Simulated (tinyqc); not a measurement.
FCI on RHF in the 6-311g basis, for H2, spin multiplicity 1, step by step. One step of it, computed by the program tinyqc.

Task: FCI: determinants and Hamiltonian. Slater-Condon rules over spin orbitals, with the nuclear repulsion added and E(HF) subtracted on the diagonal. Only determinants linked to the reference directly or through others are kept (one block of an abelian symmetry group), so some states are absent.

one-electron integrals over orbitals h = C^T H C (hartree):
$$\begin{pmatrix}
-1.236522 & 0.000000 & 0.133716 & 0.000000 & 0.096831 & 0.000000 \\
0.000000 & -0.482039 & 0.000000 & 0.207626 & 0.000000 & 0.021398 \\
0.133716 & 0.000000 & -0.366407 & 0.000000 & -0.172823 & 0.000000 \\
0.000000 & 0.207626 & 0.000000 & -0.255098 & 0.000000 & -0.228613 \\
0.096831 & 0.000000 & -0.172823 & 0.000000 & 1.249478 & 0.000000 \\
0.000000 & 0.021398 & 0.000000 & -0.228613 & 0.000000 & 1.455584
\end{pmatrix}$$

Two-electron integrals over orbitals (pq|rs), unique and non-zero (hartree):
```
(11|11) 0.645440    (21|21) 0.046303    (22|11) 0.347347    (22|22) 0.297983
(31|11) -0.133716   (31|22) -0.024879   (31|31) 0.054680    (32|21) 0.022938
(32|32) 0.039696    (33|11) 0.364238    (33|22) 0.273668    (33|31) -0.035623
(33|33) 0.281935    (41|21) -0.062932   (41|32) -0.008397   (41|41) 0.105213
(42|11) -0.135279   (42|22) -0.044425   (42|31) 0.038728    (42|33) -0.045501
(42|42) 0.053276    (43|21) 0.029803    (43|32) 0.017686    (43|41) -0.040876
(43|43) 0.025902    (44|11) 0.502303    (44|22) 0.326378    (44|31) -0.081840
(44|33) 0.314333    (44|42) -0.102560   (44|44) 0.436963    (51|11) -0.096831
(51|22) -0.009856   (51|31) 0.051645    (51|33) -0.023766   (51|42) 0.024682
(51|44) -0.056696   (51|51) 0.089882    (52|21) 0.000378    (52|32) 0.002383
(52|41) 0.004073    (52|43) -0.006856   (52|52) 0.010436    (53|11) 0.112234
(53|22) 0.030597    (53|31) -0.040158   (53|33) 0.035823    (53|42) -0.033891
(53|44) 0.073452    (53|51) -0.046066   (53|53) 0.037347    (54|21) 0.002707
(54|32) -0.019718   (54|41) -0.023236   (54|43) 0.007861    (54|52) -0.015955
(54|54) 0.039873    (55|11) 0.638125    (55|22) 0.338334    (55|31) -0.136121
(55|33) 0.360101    (55|42) -0.131258   (55|44) 0.493655    (55|51) -0.129250
(55|53) 0.124644    (55|55) 0.673124    (61|21) -0.028694   (61|32) 0.013805
(61|41) 0.066989    (61|43) -0.030269   (61|52) 0.023648    (61|54) -0.055379
(61|61) 0.096892    (62|11) -0.025046   (62|22) 0.011220    (62|31) 0.020459
(62|33) -0.000394   (62|42) 0.002807    (62|44) -0.008594   (62|51) 0.034103
(62|53) -0.014110   (62|55) -0.038644   (62|62) 0.020074    (63|21) 0.028835
(63|32) 0.000151    (63|41) -0.051491   (63|43) 0.020158    (63|52) -0.007077
(63|54) 0.024003    (63|61) -0.049429   (63|63) 0.032919    (64|11) 0.147801
(64|22) 0.024053    (64|31) -0.061520   (64|33) 0.042851    (64|42) -0.042666
(64|44) 0.092049    (64|51) -0.078664   (64|53) 0.051327    (64|55) 0.171593
(64|62) -0.033698   (64|64) 0.089604    (65|21) 0.079490    (65|32) 0.009897
(65|41) -0.135838   (65|43) 0.060714    (65|52) -0.024634   (65|54) 0.065010
(65|61) -0.136002   (65|63) 0.086662    (65|65) 0.246636    (66|11) 0.684396
(66|22) 0.356973    (66|31) -0.157693   (66|33) 0.371319    (66|42) -0.149483
(66|44) 0.536727    (66|51) -0.171941   (66|53) 0.147066    (66|55) 0.734467
(66|62) -0.051030   (66|64) 0.208516    (66|66) 0.829738
```

nuclear repulsion = 0.69996986 hartree

Hartree-Fock energy = -1.12763383 hartree

Give: determinants; H - E(HF) between determinants.

Result:

Occupation strings over the orbitals (2 doubly, a alpha, b beta, 0 empty; spin orbitals ordered 1a 1b 2a 2b ...): 200000 a0b000 a000b0 b0a000 b000a0 020000 0a0b00 0a000b 002000 00a0b0 0b0a00 000200 000a0b 00b0a0 000020 0b000a 000b0a 000002

H - E(HF) between determinants (hartree):
```
         200000   a0b000   a000b0   b0a000   b000a0   020000   0a0b00   0a000b
200000   0.0000   0.0000   0.0000   0.0000   0.0000   0.0463  -0.0629  -0.0287
a0b000   0.0000   0.5889  -0.0606  -0.0547  -0.0516   0.0229   0.0298   0.0288
a000b0   0.0000  -0.0606   2.4787  -0.0516  -0.0899   0.0004   0.0027   0.0795
b0a000   0.0000  -0.0547  -0.0516   0.5889  -0.0606  -0.0229   0.0084  -0.0138
b000a0   0.0000  -0.0516  -0.0899  -0.0606   2.4787  -0.0004  -0.0041  -0.0236
020000   0.0463   0.0229   0.0004  -0.0229  -0.0004   1.1615   0.1632   0.0326
0a0b00  -0.0629   0.0298   0.0027   0.0084  -0.0041   0.1632   1.4168  -0.2046
0a000b  -0.0287   0.0288   0.0795  -0.0138  -0.0236   0.0326  -0.2046   3.1581
002000   0.0547   0.0981  -0.0402  -0.0981   0.0402   0.0397   0.0177   0.0002
00a0b0   0.0516  -0.0402  -0.0024  -0.0731   0.0461   0.0024  -0.0197   0.0099
0b0a00   0.0629   0.0084  -0.0041   0.0298   0.0027  -0.1632  -0.0533  -0.0028
000200   0.1052  -0.0409  -0.0232   0.0409   0.0232   0.0533   0.1051  -0.0427
000a0b   0.0670  -0.0515  -0.1358   0.0303   0.0554   0.0028  -0.0427   0.0581
00b0a0  -0.0516  -0.0731   0.0461  -0.0402  -0.0024  -0.0024   0.0069   0.0071
000020   0.0899  -0.0461  -0.0324   0.0461   0.0324   0.0104  -0.0160  -0.0246
0b000a   0.0287  -0.0138  -0.0236   0.0288   0.0795  -0.0326  -0.0028  -0.0201
000b0a  -0.0670   0.0303   0.0554  -0.0515  -0.1358  -0.0028  -0.0128   0.0337
000002   0.0969  -0.0494  -0.1360   0.0494   0.1360   0.0201  -0.0337  -0.0296

         002000   00a0b0   0b0a00   000200   000a0b   00b0a0   000020   0b000a
200000   0.0547   0.0516   0.0629   0.1052   0.0670  -0.0516   0.0899   0.0287
a0b000   0.0981  -0.0402   0.0084  -0.0409  -0.0515  -0.0731  -0.0461  -0.0138
a000b0  -0.0402  -0.0024  -0.0041  -0.0232  -0.1358   0.0461  -0.0324  -0.0236
b0a000  -0.0981  -0.0731   0.0298   0.0409   0.0303  -0.0402   0.0461   0.0288
b000a0   0.0402   0.0461   0.0027   0.0232   0.0554  -0.0024   0.0324   0.0795
020000   0.0397   0.0024  -0.1632   0.0533   0.0028  -0.0024   0.0104  -0.0326
0a0b00   0.0177  -0.0197  -0.0533   0.1051  -0.0427   0.0069  -0.0160  -0.0028
0a000b   0.0002   0.0099  -0.0028  -0.0427   0.0581   0.0071  -0.0246  -0.0201
002000   1.3767  -0.1370  -0.0177   0.0259   0.0202   0.1370   0.0373  -0.0002
00a0b0  -0.1370   3.0708   0.0069   0.0079   0.0607  -0.0373  -0.0482   0.0071
0b0a00  -0.0177   0.0069   1.4168  -0.1051  -0.0128  -0.0197   0.0160  -0.2046
000200   0.0259   0.0079  -0.1051   1.7544  -0.1366  -0.0079   0.0399   0.0427
000a0b   0.0202   0.0607  -0.0128  -0.1366   3.5648  -0.0240   0.0650   0.0337
00b0a0   0.1370  -0.0373  -0.0197  -0.0079  -0.0240   3.0708   0.0482   0.0099
000020   0.0373  -0.0482   0.0160   0.0399   0.0650   0.0482   4.9997   0.0246
0b000a  -0.0002   0.0071  -0.2046   0.0427   0.0337   0.0099   0.0246   3.1581
000b0a  -0.0202  -0.0240  -0.0427   0.1366  -0.0896   0.0607  -0.0650   0.0581
000002   0.0329   0.0867   0.0337   0.0896  -0.0201  -0.0867   0.2466   0.0296

         000b0a   000002
200000  -0.0670   0.0969
a0b000   0.0303  -0.0494
a000b0   0.0554  -0.1360
b0a000  -0.0515   0.0494
b000a0  -0.1358   0.1360
020000  -0.0028   0.0201
0a0b00  -0.0128  -0.0337
0a000b   0.0337  -0.0296
002000  -0.0202   0.0329
00a0b0  -0.0240   0.0867
0b0a00  -0.0427   0.0337
000200   0.1366   0.0896
000a0b  -0.0896  -0.0201
00b0a0   0.0607  -0.0867
000020  -0.0650   0.2466
0b000a   0.0581   0.0296
000b0a   3.5648   0.0201
000002   0.0201   5.5685
```
